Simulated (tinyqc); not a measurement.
Inside a calculation: Fermi-Dirac statistics of conduction electrons. Values are carried at full precision from step to step, so a last printed digit may differ when a step is redone from the rounded ones.

Constants: hbar^2/2m0 = 3.80998211 eV angstrom^2; kB = 8.617333262e-05 eV/K; e^2/(4 pi eps0) = 14.39964547 eV angstrom.

Values chosen for the exercise (near those of InSb, lowest valleys alone; not measured data): m = 0.0131 m0 (density-of-states mass of the conduction band); T = 200 K; n = 2.7e+16 1/cm^3 (electron density); eps = 17.4 (static dielectric constant); alpha = 4.92 1/eV (non-parabolicity).

## Reduced density

N = 2 (m kB T/(4 pi c))^(3/2) with c = hbar^2/2m0, in 1/angstrom^3; times 1e24 for 1/cm^3; u = n/Nc.

kT = 0.017235 eV
Nc = 2.0481e+16 1/cm^3
u = n/Nc = 1.31832

## Reduced Fermi level by five rules

F_j(eta) = (1/Gamma(j + 1)) integral_0^infinity x^j dx/(1 + exp(x - eta)), which tends to exp(eta) for eta << 0.

With u = n/Nc: Boltzmann eta = ln u; Joyce-Dixon eta = ln u + u/sqrt(8) - 4.95009e-3 u^2 + 1.48386e-4 u^3 - 4.42563e-6 u^4; Nilsson eta = ln u/(1 - u^2) + v/(1 + (0.24 + 1.08 v)^-2) with v = (3 sqrt(pi) u/4)^(2/3); fully degenerate limit eta = v; exact: F_1/2(eta) = u.

Find eta = (EF - Ec)/kT by each rule.

eta: Boltzmann 0.276, Joyce-Dixon 0.734, Nilsson 0.739, degenerate 1.454, exact 0.734

Against the exact value the errors are Boltzmann -0.458, Joyce-Dixon 0.000, Nilsson +0.005, degenerate limit +0.719 (in kT).

## Exact eta by Newton steps

Solve ln F_1/2(eta) = ln u from the Boltzmann value; dF_1/2/d eta = F_-1/2, so the step is -ln(F_1/2/u) F_1/2/F_-1/2. Stop below 1e-9.

Newton steps:

| step | eta | F_1/2 | F_-1/2 | step taken |
|---|---|---|---|---|
| 1 | 0.276360 | 0.947227 | 0.714146 | 0.438 |
| 2 | 0.714829 | 1.30081 | 0.900784 | 0.0193 |
| 3 | 0.734143 | 1.31829 | 0.909259 | 3.85e-05 |
| 4 | 0.734181 | 1.31832 | 0.909276 | 1.54e-10 |

Converged in 4 steps.

## Mean energy, Einstein relation and screening

eta = 0.73418

Mean kinetic energy <E> = (3/2) kT F_3/2/F_1/2; D/mu = (kT/e) F_1/2/F_-1/2; dn/dEF = (Nc/kT) F_-1/2; screening length L = (4 pi (e^2/(4 pi eps0)) (dn/dEF)/eps)^(-1/2), with dn/dEF in 1/(angstrom^3 eV) (1/cm^3 = 1e-24/angstrom^3).

F_-1/2, F_1/2, F_3/2: 0.9093  1.318  1.618

<E> = 31.73 meV
D/mu = 24.99 mV
dn/dEF = 1.081e+18 1/(cm^3 eV)
L = 298.3 angstrom

EF lies within 2 kT of the edge. D/mu is 1.450 times kT/e and <E> is 1.228 times (3/2) kT; the Debye formula, with n/kT in place of dn/dEF, would give L = 247.7 angstrom.

## Fermi level in the non-parabolic band

Non-parabolic band E (1 + alpha E) = c k^2/m: n = Nc (2/sqrt(pi)) integral_0^infinity sqrt(x (1 + a x)) (1 + 2 a x) dx/(1 + exp(x - eta)) with a = alpha kT and eta = (EF - Ec)/kT; a = 0 gives n = Nc F_1/2(eta).

Solve for eta at the same n.

a = 0.08479
eta = 0.270
EF - Ec = 4.66 meV

The extra states lower EF by 8.00 meV against the parabolic band.

## Checks

- Non-parabolic integral at a = 0 against F_1/2(2): both 2.823721.
- F_1/2(40) against the Sommerfeld form (4/(3 sqrt(pi))) eta^(3/2) (1 + pi^2/(8 eta^2)): both 190.45.

(tinyqc, `OMP_NUM_THREADS=1 python tinyqc.py 1652164 1652165 out.jsonl`, Intel(R) Xeon(R) Processor @ 2.30GHz, 1 thread, shared host, about 0.01 s.)
